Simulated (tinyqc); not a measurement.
Potential step from the flux.

Problem. On one interval J = (q mu Vt/hx) [nb B(d) - na B(-d)], B(d) = d/(exp(d) - 1), d = (psi_b - psi_a)/Vt. Find psi_b - psi_a, and the step at which J would vanish.

Values chosen for this exercise: temperature T = 250 K; electron mobility mu = 1130 cm^2/(V s); density at the left node na = 2.8e14 cm^-3; density at the right node nb = 4.2e13 cm^-3; node spacing hx = 33 nm.

Constants: q = 1.602176634e-19 C, kB = 1.380649e-23 J/K, Vt = kB T/q. Results are converted to the units shown.

J = 319.83448 A/cm^2

Solution. B(d) falls and B(-d) rises with d, so J falls steadily with the step and one value matches. J = 0 needs nb/na = exp(d), the Boltzmann ratio.

psi_b - psi_a = -0.140 V
step for J = 0 = -0.0409 V

Program tinyqc, `OMP_NUM_THREADS=1 python tinyqc.py 2220128 2220129 out.jsonl`; Intel Xeon 2.30GHz, shared host, one thread, about 0.01 s.
